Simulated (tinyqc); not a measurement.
# AlGaN/GaN HEMT with access regions, lumped model, step by step

tinyqc, about 0.01 s, one thread, Intel Xeon 2.30GHz (shared host): `OMP_NUM_THREADS=1 python tinyqc.py 2570045 2570046 out.jsonl` Printed values are rounded.

A polarisation-induced electron sheet under a Schottky gate, in series with two ungated access regions and contacts. Drift law v = mu E/(1 + mu E/vs) under the gate. Currents in mA/mm, resistances in ohm mm. No self-heating, no channel-length modulation; fits for polarisation, barrier and offset are chosen for the exercise.

Inputs (values chosen for the exercise); values close to those of AlGaN/GaN structures: aluminium share of the barrier x = 0.25; barrier thickness d = 15 nm; relative permittivity of barrier and channel eps_r = 9.4; channel mobility mu = 1700 cm^2/(V s); saturation velocity vs = 1.4e7 cm/s; gate length Lg = 1.5 um; source access length Ls = 1.5 um; drain access length Ld = 2 um; resistance of each contact Rc = 0.3 ohm mm; share of the drain-access electrons removed by traps ft = 0; gate voltage Vg = 1 V; drain voltage Vd = 0.5 V; critical field Ec = 2.5 MV/cm; depth over which the depleted charge spreads te = 0.24 um; insulator under the field plate tf = 200 nm; relative permittivity of that insulator ei = 7.

Constants: q = 1.602176634e-19 C, eps0 = 8.8541878128e-14 F/cm where lengths are in cm. Results are converted to the units shown.

## Polarisation charge, threshold and sheet resistance

sigma = (5e13 x + 1.6e13 x^2) cm^-2, phiB = 0.84 + 1.3 x, dEc = 0.7 (1.71 x + x^2) in volts, Cb = eps0 eps_r/d, VT = phiB - dEc - q sigma/Cb, access density n0 = -Cb VT/q. Rsh = 1/(q mu n0); largest access current q n0 vs.

sigma = 1.35e13 cm^-2
Cb = 0.554862 uF/cm^2
VT = -3.07615 V
n0 = 1.06533e13 cm^-2
Rsh = 344.634 ohm
q n0 vs = 2389.58 mA/mm

## Iteration 1: drain current

I at the start = 180 mA/mm

Access resistance R(L, n) = L/(q mu n sqrt(1 - (I/(q n vs))^2)); Rs = Rc + R(Ls, n0), Rd = Rc + R(Ld, (1 - ft) n0). Vg' = Vg - I Rs, Vd' = Vd - I (Rs + Rd); with u = Vg' - VT, Vc = vs Lg/mu and w the smaller of Vd' and Vc [sqrt(1 + 2 u/Vc) - 1] (0 if negative), the channel gives (mu Cb/Lg)(u w - w^2/2)/(1 + w/Vc). I(new) = I + 0.3 (channel current - I).

Rs = 0.818424 ohm mm
Rd = 0.991231 ohm mm
Vg' = 0.852684 V
Vd' = 0.174262 V
channel current = 368.942 mA/mm
I after iteration 1 = 236.683 mA/mm

## Iteration 2: drain current

As before.

Rs = 0.819505 ohm mm
Rd = 0.992674 ohm mm
Vg' = 0.806037 V
Vd' = 0.0710888 V
channel current = 162.602 mA/mm
I after iteration 2 = 214.458 mA/mm

## Course of the iteration: drain current

Stop when I changes by less than 1e-6 mA/mm, or after 60 iterations. I must stay below q (1 - ft) n0 vs.

Course of the iteration:
```
iteration  I (mA/mm)  |change| (mA/mm)
1            236.683              56.7
2            214.458              22.2
3            224.355              9.90
4            220.149              4.21
5            221.975              1.83
6            221.189             0.786
7            221.529             0.339
8            221.382             0.146
9            221.445            0.0632
...              ...               ...
15           221.426           4.08e-4
16           221.426           1.76e-4
17           221.426           7.59e-5
18           221.426           3.28e-5
19           221.426           1.41e-5
20           221.426           6.10e-6
21           221.426           2.63e-6
22           221.426           1.14e-6
23           221.426           4.90e-7
```

Converged in 23 iterations. At the end each change is about 0.43 times the one before, with alternating sign: linear convergence. Of Vd, 19.8 % reaches the channel; the access current is 9.3 % of its limit.

## On-resistance and breakdown

sigma = (5e13 x + 1.6e13 x^2) cm^-2, phiB = 0.84 + 1.3 x, dEc = 0.7 (1.71 x + x^2) in volts, Cb = eps0 eps_r/d, VT = phiB - dEc - q sigma/Cb, access density n0 = -Cb VT/q. Ron = 2 Rc + Ls/(q mu n0) + Ld/(q mu (1 - ft) n0) + Lg/(mu Cb (Vg - VT)). Off state: a depleted stretch that holds the voltage V has the peak field sqrt(k V), k = 2 q n0/(eps0 eps_r te), so one edge holds V1 = Ec^2/k. The sheet under the plate pinches off at Vf = q n0 (1/Cb + tf/(eps0 ei)); beyond it the gate edge is screened. BV = V1 if Vf >= V1, else Vf + V1, and at most Ec Ld. Specific resistance Ron (Ls + Lg + Ld); figure of merit BV^2 over it.

Ron = 2.19635 ohm mm
Vf = 58.1539 V
V1 = 36.5717 V
BV = 36.5717 V
specific resistance = 0.109817 mohm cm^2
figure of merit = 12.1792 MW/cm^2

The plate pinches off too late to screen the gate edge, so it adds nothing.
